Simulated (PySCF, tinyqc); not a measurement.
Orbital energy against energy difference: ionisation energy by orbital energies and by energy differences in the 6-31g basis, for Be, spin multiplicity 1. Computed by the program tinyqc with PySCF. Command: `OMP_NUM_THREADS=1 python tinyqc.py 115950 115951 out.jsonl`; one thread of a shared host (Intel(R) Xeon(R) Processor @ 2.60GHz), about 3 s.

Geometry (angstrom):
```
atom,x,y,z
Be,0.0000,0.0000,0.0000
```

CCSD(T) difference in the same basis = 9.1781 eV

IP-EOM-CCSD = 9.1811 eV

The cation is unrestricted; errors are against CCSD(T) in this basis, not against experiment.

First vertical ionisation energy (eV):
```
method,-e(HOMO),E(cation) - E,error of -e(HOMO),error of the difference
HF,8.1987,7.928128,-0.9794,-1.2499
LDA,5.3276,8.941187,-3.8504,-0.2369
PBE,5.3770,8.940218,-3.8010,-0.2378
B3LYP,6.0898,9.049259,-3.0883,-0.1288
PBE0,6.2784,8.909382,-2.8996,-0.2687
CAM-B3LYP,7.4693,9.046887,-1.7087,-0.1312
LC-wPBE,8.7669,8.978338,-0.4112,-0.1997
```

Koopmans errs by -0.98 eV and Delta-HF by -1.25 eV: relaxation, 0.27 eV, lowers the value and the missing correlation difference works against it. The PBE level is off by -3.8 eV through the wrong tail of its potential, though its energy difference is off by -0.24 eV; exact exchange deepens the level, and among the orbital energies LC-wPBE comes closest; among the differences B3LYP does. The restricted reference is unstable here: a spin-polarised solution lies 0.0006 hartree lower (PySCF), so results built on it describe a poor reference.
